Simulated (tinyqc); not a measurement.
Classical nucleation, growth and JMAK kinetics of crystallisation from a melt or glass: one step, computed by the program tinyqc.

A spherical nucleus cap on a flat wall with a sharp interface of isotropic energy gamma; lambda = Omega^(1/3) is the jump distance.

Question. Fraction transformed and grain size. JMAK with steady nucleation and growth, nuclei spread at random: extended fraction X_e = (pi/3) I u^3 t^4, X = 1 - exp(-X_e); t_X = [-3 ln(1 - X)/(pi I u^3)]^(1/4); final grains per volume = Gamma(5/4) (3/pi)^(1/4) (I/u)^(3/4), Gamma(5/4) = 0.9064024771. Grain size = (grains per volume)^(-1/3).

Inputs (values chosen for the exercise, for a model substance): atomic volume Omega = 24.6 angstrom^3; temperature T = 650 K; time t = 0.0056 s.

Nucleation: on a flat wall. Driving force: Thompson-Spaepen.

nucleation rate I = 9.395833e+21 1/(m^3 s)

growth velocity u = 1.114011e-07 m/s

Give: extended fraction; fraction X at t; half time t_0.5; grains per volume; grain size.

Answer.

extended fraction = 1.338e-08

fraction X at t = 1.338e-08

half time t_0.5 = 0.4751 s

grains per volume = 4.435e+21 1/m^3

grain size = 0.06087 micrometre

t is 0.012 half times: nearly nothing has crystallised. Caution: homogeneous nucleation, left out here, would be as fast or faster: the wall offers too few sites or too small a cut in the barrier. Caution: homogeneous nucleation, left out here, would be as fast or faster.
